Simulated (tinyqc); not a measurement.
Chemically amplified photoresist: aerial image, acid generation, bake, development and line width: one step, computed by the program tinyqc.

Lines and spaces of pitch p with a two-beam-like image; x = 0 is the middle of the bright space. The resist is positive and treated as uniform in depth.

Task: Acid image and its blur. Dose E(x) = E [1 + c cos(2 pi x/p)]; acid h = 1 - exp(-C E(x)). Bake: the acid image is blurred by a Gaussian of variance sigma^2 = 2 D t (each Fourier term k of h, taken on 64 points, is multiplied by exp(-4 pi^2 k^2 D t/p^2)). Cosine coefficients: h(x) = sum_k h_k cos(2 pi k x/p).

Inputs (values chosen for the exercise, for a model resist at 13.5 nm):

| quantity | value | unit |
|---|---|---|
| pitch p | 32 | nm |
| image contrast c | 0.7 | - |
| mean dose E | 29.4 | mJ/cm^2 |
| Dill parameter C | 0.029 | cm^2/mJ |
| acid diffusivity D | 0.12 | nm^2/s |
| bake time t | 45 | s |

Give: diffusion length sigma = sqrt(2 D t); h_0 to h_4 before the bake; h_0 to h_4 after the blur; blur factor of the first harmonic.

Result:

diffusion length sigma = sqrt(2 D t) = 3.286 nm

h_0 to h_4 before the bake: 0.5349  0.2659  -0.0391  0.0039  -0.0003

h_0 to h_4 after the blur: 0.5349  0.2159  -0.0170  0.0006  0.0000

blur factor of the first harmonic = 0.8121

sigma/p = 0.103; the blur keeps 81 % of the modulation.
